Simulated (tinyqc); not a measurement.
Free and nearly free electrons in a metal, step by step. Values are carried at full precision from step to step, so a last printed digit may differ when a step is redone from the rounded ones.

The cubic cell holds 2 atoms: n = 2 z/a^3, kF = (3 pi^2 n)^(1/3), EF = c kF^2/m, vF = 2 c kF/(m hbar), c = hbar^2/2m0; rs = (3/(4 pi n))^(1/3)/a0; D(EF) = 3 n/(2 EF).

Constants: hbar^2/2m0 = 3.80998211 eV angstrom^2; hbar = 6.58211957e-16 eV s; a0 (Bohr radius) = 0.5291772105 angstrom; kB = 8.617333262e-05 eV/K.

Parameters, chosen for this exercise (near those of Li; shifted at random, so the results belong to these values and not to a real crystal):
```
symbol  value  unit          meaning
a       3.494  angstrom      bcc lattice constant
z       1                    free electrons an atom
m       1.3    m0            mass
rho     10.62  micro-ohm cm  bulk resistivity
T       300    K
V       1.86   eV            |V_G| for G = (110)
x       0.66                 k along G as a share of |G|/2
```

## The Fermi sphere

Evaluate the free-electron quantities.

n = 0.04689 1/angstrom^3
kF = 1.1156 1/angstrom
EF = 3.647 eV
vF = 9.934e+05 m/s
rs = 3.251
D(EF) per atom = 0.4113 1/eV

## Relaxation time and mean free path

Drude: 1/rho = n e^2 tau/(m m0) with e = 1.602176634e-19 C and m0 = 9.1093837e-31 kg; mean free path l = vF tau; rho l = hbar kF/(n e^2) = 12 pi^3 hbar/(e^2 S) with S = 4 pi kF^2 does not depend on tau or m.

Use SI units: n in 1/m^3 (1e30 per 1/angstrom^3), rho in ohm m (1e-8 per micro-ohm cm).

tau = 9.26 fs
l = 9.20 nm
rho l = 9.774 1e-16 ohm m^2

Wires lose conductivity to surfaces and grain boundaries, with an excess that scales as rho l over the width and is of the order of rho itself at a width of l = 9 nm.

## Thermal quantities

gamma = (pi^2/3) kB^2 D(EF) per atom, times 96485.33 x 1e3 for mJ/(mol K^2); mu(T) = EF (1 - (pi kB T/EF)^2/12); Wiedemann-Franz kappa = L0 T/rho with L0 = (pi^2/3) (kB/e)^2, kB/e in V/K.

gamma = 0.969 mJ/(mol K^2)
mu - EF = -0.1507 meV
kappa = 69 W/(m K)

## The sphere against the zone faces

Take G = (hkl) 2 pi/a for (110), (200) and (211), with the number of equivalent faces. The Bragg plane of G lies at |G|/2 with |G| = (2 pi/a) sqrt(h^2 + k^2 + l^2). Where kF exceeds it, the sphere cuts the plane in a circle of radius sqrt(kF^2 - G^2/4).

Distance and circle for each G:
```
G      faces  |G|/2 (1/angstrom)  kF/(|G|/2)  circle radius
(110)     12              1.2716      0.8773              -
(200)      6              1.7983      0.6204              -
(211)     24              2.2024      0.5065              -
```

The sphere stays inside the first zone; it reaches 0.877 of the way to the nearest faces.

## Two plane waves near the face

Two plane waves k and k - G, G = (110) (2 pi/a): H = [[c k^2/m, V], [V, c (k - G)^2/m]] with c = hbar^2/2m0.

Build H for k along G, diagonalise, and give the weight of the first wave in the lower state and its velocity along G relative to a free electron, (w k + (1 - w)(k - G))/k.

H (eV):
```
[[2.0642, 1.8600],
 [1.8600, 8.5089]]
```

levels (eV): [1.5659, 9.0072]

w = 0.9330
v/v_free = 0.7971

The splitting is 7.441 eV here and 2V = 3.72 eV on the face, where the normal velocity vanishes. There the lower band lies at 2.879 eV, below the free EF of 3.647 eV, so by this test the Fermi surface touches the face (V is large against EF, which it lowers, so the test is rough).

## Checks

- Lower level against the closed form of the 2 x 2 problem (eV): both 1.5659.
- The product rho l against hbar kF/(n e^2) (1e-16 ohm m^2): both 9.774.

Run: tinyqc, `OMP_NUM_THREADS=1 python tinyqc.py 1682574 1682575 out.jsonl`; Intel(R) Xeon(R) Processor @ 2.30GHz, one thread, shared host; about 0.01 s of CPU time with all checks.
